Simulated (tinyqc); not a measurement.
Inside a calculation (part 2 of 2). Method: ROHF in the sto-6g basis, for H4, spin multiplicity 3. Computed by tinyqc, a small Python program that keeps every step (integrals from PySCF). Command: `OMP_NUM_THREADS=1 python tinyqc.py 31449 31450 out.jsonl` (the two numbers bound the seeds that draw the settings). One thread of a shared host (Intel(R) Xeon(R) Processor @ 2.60GHz), about 0.05 s of CPU time with the checks.

Geometry (angstrom):
```
atom         x         y         z
H     0.000000  0.000000  0.000000
H     0.000000  0.000000  1.336000
H     0.000000  2.192000  0.000000
H     0.000000  2.192000  1.336000
```

## Iteration 12 (converged): orbitals

converged F (hartree), order 1H 1s, 2H 1s, 3H 1s, 4H 1s:
$$\begin{pmatrix}
-0.144717 & -0.272540 & -0.119019 & -0.059906 \\
-0.272540 & -0.144717 & -0.059905 & -0.119019 \\
-0.119019 & -0.059905 & -0.144717 & -0.272541 \\
-0.059906 & -0.119019 & -0.272541 & -0.144717
\end{pmatrix}$$

X, order 1H 1s, 2H 1s, 3H 1s, 4H 1s:
$$\begin{pmatrix}
0.627155 & 0.590084 & 0.458566 & 0.414152 \\
-0.627155 & -0.590084 & 0.458566 & 0.414152 \\
-0.627155 & 0.590084 & -0.458566 & 0.414152 \\
0.627155 & -0.590084 & -0.458566 & 0.414152
\end{pmatrix}$$

Diagonalise F' = X^T F X, C = X C', fill 3 alpha and 1 beta electrons from the bottom; D(s) = C_occ C_occ^T. Each column has its largest component positive (the first on a tie).

F' = X^T F X (hartree):
$$\begin{pmatrix}
0.294106 & 0.000000 & 0.000000 & 0.000000 \\
0.000000 & 0.095699 & 0.000000 & 0.000000 \\
0.000000 & 0.000000 & -0.200470 & 0.000000 \\
0.000000 & 0.000000 & 0.000000 & -0.409034
\end{pmatrix}$$

orbital energies (hartree): MO1 -0.409034, MO2 -0.200470, MO3 0.095699, MO4 0.294106

coefficients C, order 1H 1s, 2H 1s, 3H 1s, 4H 1s:
$$\begin{pmatrix}
0.414152 & 0.458567 & 0.590085 & 0.627154 \\
0.414153 & 0.458566 & -0.590084 & -0.627155 \\
0.414152 & -0.458567 & 0.590084 & -0.627154 \\
0.414153 & -0.458566 & -0.590084 & 0.627155
\end{pmatrix}$$

D(alpha) after iteration 12, order 1H 1s, 2H 1s, 3H 1s, 4H 1s:
$$\begin{pmatrix}
0.730005 & 0.033606 & 0.309438 & -0.386960 \\
0.033606 & 0.730005 & -0.386960 & 0.309439 \\
0.309438 & -0.386960 & 0.730005 & 0.033606 \\
-0.386960 & 0.309439 & 0.033606 & 0.730004
\end{pmatrix}$$

D(beta) after iteration 12, order 1H 1s, 2H 1s, 3H 1s, 4H 1s:
$$\begin{pmatrix}
0.171522 & 0.171522 & 0.171522 & 0.171522 \\
0.171522 & 0.171522 & 0.171522 & 0.171523 \\
0.171522 & 0.171522 & 0.171522 & 0.171522 \\
0.171522 & 0.171523 & 0.171522 & 0.171523
\end{pmatrix}$$

## Convergence

Stop when the energy changes by less than 1e-08 hartree and every element of the error matrix X^T (F D S - S D F) X is below 3e-05.

Course of the cycle:
```
iteration  E (hartree)     change  largest element of the error matrix
1          -1.37964106          -                             3.54e-01
2          -1.68775800  -3.08e-01                             8.30e-02
3          -1.71154758  -2.38e-02                             9.82e-02
4          -1.74432960  -3.28e-02                             3.41e-02
5          -1.75911364  -1.48e-02                             5.04e-02
6          -1.73664720   2.25e-02                             4.28e-03
7          -1.73675361  -1.06e-04                             3.92e-03
8          -1.73706165  -3.08e-04                             2.34e-03
9          -1.73706101   6.40e-07                             1.07e-03
10         -1.73706003   9.83e-07                             7.87e-05
11         -1.73706009  -6.15e-08                             3.98e-06
12         -1.73706009  -1.69e-11                             1.68e-07
```

PySCF ROHF in the same basis = -1.73706009 hartree

Converged in 12 iterations.

## Populations, bond orders and dipole

overlap S, order 1H 1s, 2H 1s, 3H 1s, 4H 1s:
$$\begin{pmatrix}
1.000000 & 0.323205 & 0.087758 & 0.046574 \\
0.323205 & 1.000000 & 0.046574 & 0.087758 \\
0.087758 & 0.046574 & 1.000000 & 0.323205 \\
0.046574 & 0.087758 & 0.323205 & 1.000000
\end{pmatrix}$$

Mulliken: Z minus the diagonal of D S on the atom; Loewdin: the same with S^(1/2) D S^(1/2); Mayer order: 2 sum_s sum (D(s) S)_ij (D(s) S)_ji over the two atoms.

Charges (e):
```
atom   Mulliken    Loewdin  Mulliken spin
1H     1.05e-07   1.03e-07       0.500001
2H     1.77e-07   1.78e-07       0.500000
3H    -1.32e-07  -1.36e-07       0.500000
4H    -1.50e-07  -1.44e-07       0.499999
```

Mayer bond orders:
```
pair     order
2-1   0.250000
3-1   0.249999
3-2   0.250000
4-1   0.250000
4-2   0.250001
4-3   0.250000
```

dipole moment about the origin, x y z (debye): [0.000000, -0.000003, 0.000000]
